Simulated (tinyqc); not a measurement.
Pariser-Parr-Pople SCF with singles CI, for the molecule C1=CC=CC=CC=C1 (SMILES; centres numbered as the heavy atoms are written), step by step. One step of it, computed by the program tinyqc.

Task: Iteration 1: Fock matrix. F_rr = H_rr + P_rr gamma_rr / 2 + sum_(s != r) P_ss gamma_rs; F_rs = H_rs - P_rs gamma_rs / 2; E = tr P (H + F) / 2 + core repulsion sum_(r<s) z_r z_s gamma_rs.

P at the start, lower triangle:
```
           1C         2C         3C         4C         5C        6C        7C        8C
1C   1.249953
2C   0.598698   0.750047
3C  -0.249953   0.608409   1.249953
4C  -0.098698   0.249953   0.598698   0.750047
5C   0.249953  -0.108409  -0.249953   0.608409   1.249953
6C  -0.108409  -0.249953  -0.098698   0.249953   0.598698  0.750047
7C  -0.249953  -0.098698   0.249953  -0.108409  -0.249953  0.608409  1.249953
8C   0.608409   0.249953  -0.108409  -0.249953  -0.098698  0.249953  0.598698  0.750047
```

core matrix H (eV), lower triangle:
```
            1C          2C          3C          4C          5C          6C          7C          8C
1C  -47.897770
2C   -2.600000  -47.900368
3C    0.000000   -2.600000  -47.897770
4C    0.000000    0.000000   -2.600000  -47.900368
5C    0.000000    0.000000    0.000000   -2.600000  -47.897770
6C    0.000000    0.000000    0.000000    0.000000   -2.600000  -47.900368
7C    0.000000    0.000000    0.000000    0.000000    0.000000   -2.600000  -47.897770
8C   -2.600000    0.000000    0.000000    0.000000    0.000000    0.000000   -2.600000  -47.900368
```

repulsion gamma_rs (eV), lower triangle:
```
           1C         2C         3C         4C         5C         6C         7C         8C
1C  11.130000
2C   7.554751  11.130000
3C   4.978935   7.554751  11.130000
4C   3.979599   4.979854   7.554751  11.130000
5C   3.711199   3.979599   4.978935   7.554751  11.130000
6C   3.979599   3.711960   3.979599   4.979854   7.554751  11.130000
7C   4.978935   3.979599   3.711199   3.979599   4.978935   7.554751  11.130000
8C   7.554751   4.979854   3.979599   3.711960   3.979599   4.979854   7.554751  11.130000
```

Centres (angstrom, eV; a flat drawing with bonds scaled to 1.40 angstrom):
```
centre          x          y  core charge z          W   gamma_rr
1C       1.829000   0.000000              1  11.160000  11.130000
2C       1.293000   1.293000              1  11.160000  11.130000
3C       0.000000   1.829000              1  11.160000  11.130000
4C      -1.293000   1.293000              1  11.160000  11.130000
5C      -1.829000   0.000000              1  11.160000  11.130000
6C      -1.293000  -1.293000              1  11.160000  11.130000
7C       0.000000  -1.829000              1  11.160000  11.130000
8C       1.293000  -1.293000              1  11.160000  11.130000
```

Give: F; pi energy.

Result:

F (eV), lower triangle:
```
         1C       2C       3C       4C       5C       6C       7C       8C
1C  -6.5535
2C  -4.8615  -4.6372
3C   0.6222  -4.8982  -6.5535
4C   0.1964  -0.6224  -4.8615  -4.6372
5C  -0.4638   0.2157   0.6222  -4.8982  -6.5535
6C   0.2157   0.4639   0.1964  -0.6224  -4.8615  -4.6372
7C   0.6222   0.1964  -0.4638   0.2157   0.6222  -4.8982  -6.5535
8C  -4.8982  -0.6224   0.2157   0.4639   0.1964  -0.6224  -4.8615  -4.6372
```

pi energy = -105.9738 eV
